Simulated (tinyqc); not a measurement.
# Cahn-Hilliard equation on a periodic one-dimensional grid, step by step

A worked calculation. Computed by tinyqc, a small Python program that keeps every step. Command: `OMP_NUM_THREADS=1 python tinyqc.py 3012010 3012011 out.jsonl cahn walk`. One thread of a shared host (Intel(R) Xeon(R) Processor @ 2.30GHz), about 0.2 s of CPU time with the checks. Intermediate numbers are printed to about 7 digits and carried at full precision; extremes and crossings named in words are read from the listed rows.

Free energy F = h sum_j [A (c_j^2 - 1)^2/4 + (kappa/2) ((c_(j+1) - c_j)/h)^2]; dc/dt = Lap(mu), mu = A (c^3 - c) - kappa Lap(c), Lap(y)_j = (y_(j+1) - 2 y_j + y_(j-1))/h^2, mobility 1; the grid has n = 16 points.

Inputs (values chosen for the exercise, in reduced units):

| quantity | value | unit |
|---|---|---|
| spacing h | 0.86 | - |
| well depth A | 0.9 | - |
| gradient coefficient kappa | 0.52 | - |
| mean composition c0 | 0.032 | - |
| noise amplitude | 0.1 | - |
| time step dt | 0.033 | - |
| end time | 100 | - |

Scheme: explicit Euler.

## Linear stability

f'' = A (3 c0^2 - 1). Mode m has lambda_m = (4/h^2) sin^2(pi m/n) and the rate w_m = -lambda_m (f'' + kappa lambda_m). In the continuum the fastest wavelength is 2 pi sqrt(2 kappa/|f''|) with the rate f''^2/(4 kappa). Explicit steps near c = +-1, where f'' = 2A, are stable for dt < 2/(16 kappa/h^4 + 8 A/h^2).

f'' = -0.8972352

Modes of the grid:

| m | lambda_m | w_m |
|---|---|---|
| 1 | 0.205842 | 0.16266 |
| 2 | 0.792031 | 0.38444 |
| 3 | 1.669325 | 0.04872 |
| 4 | 2.704164 | -1.37623 |
| 5 | 3.739003 | -3.91491 |
| 6 | 4.616297 | -6.93940 |
| 7 | 5.202487 | -9.40640 |
| 8 | 5.408329 | -10.35747 |

fastest wavelength = 6.764620

largest rate = 0.3870341

explicit limit of dt = 0.08017638

3 mode(s) grow; the fastest on the grid is m = 2, while the box holds 2.03 fastest wavelengths. dt is 0.41 of the explicit limit.

## The first step

random numbers: -0.307  -0.187  0.236  -0.697  0.445  -0.328  -0.135  -0.813  0.400  0.777  -0.688  -0.161  -0.378  -0.836  0.781  0.833

Start: c_j = c0 + amplitude x (z_j - mean of z). c(new) = c + dt Lap(mu).

c at the start: 0.0079125  0.0199125  0.0622125  -0.0310875  0.0831125  0.0058125  0.0251125  -0.0426875  0.0786125  0.1163125  -0.0301875  0.0225125  0.0008125  -0.0449875  0.1167125  0.1219125

mu at the start: -0.0957092  -0.0392176  0.0395635  -0.1179380  0.0603558  -0.0731489  0.0386515  -0.0946042  -0.0115363  0.0262428  -0.1129101  0.0320584  0.0162130  -0.1054829  0.0064221  -0.0242830

c after one step: 0.0136200  0.0209070  0.0516699  -0.0161048  0.0692005  0.0167577  0.0141784  -0.0330354  0.0765918  0.1084180  -0.0175104  0.0153372  -0.0039104  -0.0345645  0.1103494  0.1200956

F at the start = 3.105760

F after one step = 3.099140

## The run

Run to the end time; break off if |c| exceeds 3 or F has risen by more than 1e-9 in more than 30 steps. Domains = stretches with c > c0.

Course:

| step | t | F | min c | max c | domains |
|---|---|---|---|---|---|
| 0 | 0.000 | 3.105760 | -0.0449875 | 0.1219125 | 4 |
| 61 | 2.013 | 3.084395 | -0.0590949 | 0.1266997 | 2 |
| 152 | 5.016 | 3.046301 | -0.1652437 | 0.2274886 | 2 |
| 303 | 9.999 | 2.557759 | -0.6198231 | 0.6714669 | 2 |
| 454 | 14.982 | 2.455052 | -0.7968533 | 0.8369112 | 2 |
| 606 | 19.998 | 2.453922 | -0.7999912 | 0.8418534 | 2 |
| 909 | 29.997 | 2.452744 | -0.7942139 | 0.8390896 | 2 |
| 1212 | 39.996 | 2.452232 | -0.7893672 | 0.8362971 | 2 |
| 1667 | 55.011 | 2.451986 | -0.7846374 | 0.8333196 | 2 |
| 2121 | 69.993 | 2.451931 | -0.7821080 | 0.8316419 | 2 |
| 2576 | 85.008 | 2.451918 | -0.7807641 | 0.8307309 | 2 |
| 3030 | 99.990 | 2.451914 | -0.7809047 | 0.8302180 | 2 |

c at the end: 0.8302180  0.5047346  -0.2989986  -0.7508830  -0.7800048  -0.4143981  0.3944910  0.7809299  0.7811680  0.3952773  -0.4140818  -0.7809047  -0.7543369  -0.3082495  0.4983049  0.8287339

F at the end = 2.451914

steps in which F rose = 0

F never rises by more than 1e-9 in a step. The count of domains goes from 4 in the noise to 2 at the end, and c spans -0.781 to 0.830.

## Interfaces

Continuum wall between c = -1 and +1: c = tanh(x/w), w = sqrt(2 kappa/A), energy s = (2/3) sqrt(2 kappa A). With two walls per domain, the estimate of F at the end is 2 x domains x s. Volume fraction of the +1 phase by the lever rule: (1 + c0)/2.

wall half width w = 1.074968

wall energy s = 0.6449806

estimate of F = 2.579922

volume fraction = 0.516

w/h = 1.249962

The run ends at F = 2.4519, 0.95 of the estimate: close to it, but the extremes of c are -0.781 and 0.830.

Checks made by the program: conservation of the mean (relative difference below 1e-10).
